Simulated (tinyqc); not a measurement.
Programming of a floating-gate cell by Fowler-Nordheim tunnelling: two steps of the calculation.

Per tunnel area the floating gate has Ctun = 3.9 eps0/tox to the channel (0 V) and Ccg to the control gate, Ct = Ctun/(1 - ag), no other coupling. With the threshold shift U = -Q/Ccg the field is F = ag (Vg - U)/tox, and dU/dt = J/Ccg. Fowler-Nordheim: J = A F^2 exp(-B/F), A = q^2/(16 pi^2 hbar mo phi) (times 1e14 for A/cm^2 with F in V/nm, emitter mass m0), B = (4/3) sqrt(mo/C) phi^1.5, C = hbar^2/(2 m0).

Inputs (values chosen for the exercise); oxide values close to those of silicon dioxide: tunnel barrier phi = 3.15 eV; tunnelling mass mo = 0.47 m0; tunnel oxide thickness tox = 8.3 nm; coupling ratio Ccg/Ct ag = 0.67; tunnel area ar = 840 nm^2; threshold shift at the start Vt0 = -0.4 V; control-gate voltage Vg = 16 V; time step dt = 5.6 us; steps n = 9.

Constants: q = 1.602176634e-19 C, hbar = 1.054571817e-34 J s, m0 = 9.1093837015e-31 kg, eps0 = 8.8541878128e-14 F/cm where lengths are in cm, hbar^2/(2 m0) = 0.0380998212 eV nm^2. Results are converted to the units shown.

Problem 1. Constants of the cell. A, B, Ccg = ag Ct, the starting field and current, K = A B ag/(Ccg tox), and the knee time t0 = exp(B/F(0))/K.

Wanted: A; B; Ccg; F(0); J(0); K; t0; electrons for 1 V of shift.

Solution 1.

A = 1.0412e8 A cm^-2 (V/nm)^-2
B = 26.181 V/nm
Ccg = 0.84469 uF/cm^2
F(0) = 1.3239 V/nm
J(0) = 0.47025 A/cm^2
K = 2.6050e14 1/s
t0 = 1.4896 us
electrons for 1 V of shift = 44.286

Problem 2. Explicit time steps against the exact solution. U(new) = U + dt J(F(U))/Ccg. Exact: exp(B/F(t)) = exp(B/F(0)) + K t, K = A B ag/(Ccg tox), and U = Vg - tox F/ag.

Find: t; F; J; U by steps; U exact.

Solution 2.

```
step  t (us)  F (V/nm)  J (A/cm^2)  U by steps (V)  U exact (V)
0          0    1.3239     0.47025         -0.4000      -0.4000
1     5.6000    1.0722   0.0029732          2.7176       0.7992
2     11.200    1.0706   0.0028587          2.7373       1.2029
3     16.800    1.0691   0.0027525          2.7563       1.4456
4     22.400    1.0676   0.0026537          2.7745       1.6180
5     28.000    1.0662   0.0025616          2.7921       1.7511
6     33.600    1.0648   0.0024755          2.8091       1.8591
7     39.200    1.0635   0.0023949          2.8255       1.9498
8     44.800    1.0622   0.0023192          2.8414       2.0278
9     50.400    1.0610   0.0022480          2.8568       2.0962
```

Range of the model: Programming fields of 10 MV/cm and more wear the oxide; trapping and the channel potential are ignored.

tinyqc, about 0.02 s, one thread, Intel Xeon 2.30GHz (shared host): `OMP_NUM_THREADS=1 python tinyqc.py 2130103 2130104 out.jsonl`
